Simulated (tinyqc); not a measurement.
Periodic multilayer mirror for extreme ultraviolet light: one step. Coefficients of one period. Five cases, with inputs chosen for the exercise.

Question. Form q, the three interface coefficients and the two phase factors.

s polarisation, vacuum above. q_j = sqrt(N_j^2 - sin^2 theta); interface r_jk = (q_j - q_k)/(q_j + q_k) exp(-2 (2 pi/lam)^2 q_j q_k sg^2) (Nevot-Croce; sg = 0 if not given); phase factor of a layer x_j = exp(4 pi i q_j d_j/lam). Each period has the spacer (thickness (1 - Gm) L) on top of the absorber (Gm L). In this recursion R is the amplitude; R in tables and results is the reflectance, its squared modulus. The substrate is of the spacer material. Starting with R = 0 in it, each interface upward gives R -> (r + R x)/(1 + r R x), x that of the layer below the interface (1 for the substrate).

Case 1.

Values chosen (optical constants near those of Mo and Si at 13.5 nm; the results hold for these values, not for the real material): lam = 13.5 nm (wavelength); dA = (0.0795, 0.00658) (delta and beta of the absorber, N = 1 - delta + i beta); dS = (0.0012, 0.0018) (delta and beta of the spacer and the substrate); L = 6.91 nm (period); Gm = 0.31 (absorber share of the period); theta = 0 degrees (angle from the normal); sg = 0.4 nm (interface roughness).

Case 2.

Values chosen (optical constants near those of Mo and Si at 13.5 nm; the results hold for these values, not for the real material): lam = 13.5 nm (wavelength); dA = (0.0787, 0.00655) (delta and beta of the absorber, N = 1 - delta + i beta); dS = (0.001, 0.0017) (delta and beta of the spacer and the substrate); L = 7.08 nm (period); Gm = 0.44 (absorber share of the period); theta = 9 degrees (angle from the normal); sg = 0.4 nm (interface roughness).

Case 3.

Values chosen (optical constants near those of Mo and Si at 13.5 nm; the results hold for these values, not for the real material): lam = 13.5 nm (wavelength); dA = (0.0783, 0.00632) (delta and beta of the absorber, N = 1 - delta + i beta); dS = (0.001, 0.00187) (delta and beta of the spacer and the substrate); L = 6.93 nm (period); Gm = 0.5 (absorber share of the period); theta = 0 degrees (angle from the normal); sg = 0.3 nm (interface roughness).

Case 4.

Values chosen (optical constants near those of Mo and Si at 13.5 nm; the results hold for these values, not for the real material): lam = 13.5 nm (wavelength); dA = (0.076, 0.00654) (delta and beta of the absorber, N = 1 - delta + i beta); dS = (0.0011, 0.00195) (delta and beta of the spacer and the substrate); L = 6.95 nm (period); Gm = 0.45 (absorber share of the period); theta = 6 degrees (angle from the normal); sg = 0.5 nm (interface roughness).

Case 5.

Values chosen (optical constants near those of Mo and Si at 13.5 nm; the results hold for these values, not for the real material): lam = 13.5 nm (wavelength); dA = (0.0783, 0.00618) (delta and beta of the absorber, N = 1 - delta + i beta); dS = (0.0012, 0.00178) (delta and beta of the spacer and the substrate); L = 7.05 nm (period); Gm = 0.31 (absorber share of the period); theta = 12 degrees (angle from the normal); sg = 0 nm (interface roughness).

Give: q; r; x.

Answer.

Case 1.

q: spacer 0.99880+0.00180i, absorber 0.92050+0.00658i

r: vacuum/spacer 0.00056-0.00084i, spacer/absorber 0.03826-0.00253i, absorber/spacer -0.03826+0.00253i

x: spacer -0.27373-0.95353i, absorber -0.25815+0.95261i

One interface reflects only 0.00147. The round-trip phase of a period is -0.9 degrees from a full turn and its amplitude 0.9791.

Case 2.

q: spacer 0.98668+0.00172i, absorber 0.90792+0.00665i

r: vacuum/spacer 0.00048-0.00082i, spacer/absorber 0.03905-0.00264i, absorber/spacer -0.03905+0.00264i

x: spacer -0.87210-0.47625i, absorber -0.85664+0.47786i

One interface reflects only 0.00153. The round-trip phase of a period is -0.5 degrees from a full turn and its amplitude 0.9747.

Case 3.

q: spacer 0.99900+0.00187i, absorber 0.92170+0.00632i

r: vacuum/spacer 0.00048-0.00090i, spacer/absorber 0.03882-0.00241i, absorber/spacer -0.03882+0.00241i

x: spacer -0.99076-0.07998i, absorber -0.96590+0.16458i

One interface reflects only 0.00151. The round-trip phase of a period is -5.1 degrees from a full turn and its amplitude 0.9739.

Case 4.

q: spacer 0.99342+0.00196i, absorber 0.91807+0.00658i

r: vacuum/spacer 0.00050-0.00089i, spacer/absorber 0.03570-0.00238i, absorber/spacer -0.03570+0.00238i

x: spacer -0.91729-0.38041i, absorber -0.87513+0.44333i

One interface reflects only 0.00128. The round-trip phase of a period is -4.3 degrees from a full turn and its amplitude 0.9742.

Case 5.

q: spacer 0.97692+0.00182i, absorber 0.89795+0.00634i

r: vacuum/spacer 0.00063-0.00093i, spacer/absorber 0.04211-0.00260i, absorber/spacer -0.04211+0.00260i

x: spacer -0.28248-0.95072i, absorber -0.24991+0.95502i

One interface reflects only 0.00178. The round-trip phase of a period is -1.9 degrees from a full turn and its amplitude 0.9791.

Computed by tinyqc, one run a case: `OMP_NUM_THREADS=1 python tinyqc.py N N+1 out.jsonl` with N = 1650089, 1650306, 1650510, 1650514, 1650583; one thread of a shared Intel(R) Xeon(R) Processor @ 2.30GHz, about 0.01 s a run at most.
